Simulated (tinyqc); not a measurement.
Two-valley model of the transferred-electron effect: one step, computed by the program tinyqc. Command: `OMP_NUM_THREADS=1 python tinyqc.py 3029895 3029896 out.jsonl gunn walk`. One thread of a shared host (Intel(R) Xeon(R) Processor @ 2.30GHz), about 0.01 s of CPU time with the checks.

Both kinds of valley share one electron temperature T_e, and each has a constant mobility.

Problem. Equilibrium. Density-of-states ratio R = Z (m2/m1)^(3/2); n2/n1 = R exp(-dE/(k_B T_e)); mean mobility mu = (mu1 + mu2 n2/n1)/(1 + n2/n1); energy balance e mu F^2 = (3/2) k_B (T_e - T)/tau_E; v = mu F.

Inputs (values chosen for the exercise, modelled on GaAs):
```
quantity                       value        unit
central-valley mass m1         0.065         m_0
satellite-valley mass m2        0.21         m_0
satellite valleys Z                4           -
valley separation dE            0.29          eV
central-valley mobility mu1     7800  cm^2/(V s)
satellite-valley mobility mu2    160  cm^2/(V s)
lattice temperature T            200           K
```

Solver: damped fixed point.

Constants: k_B = 8.617333262e-05 eV/K.

Give: R; n2/n1 without field; low-field mobility.

Solution.

R = 23.23

n2/n1 without field = 1.144e-06

low-field mobility = 7800 cm^2/(V s)

dE is 16.8 k_B T, so the satellites are empty without field.
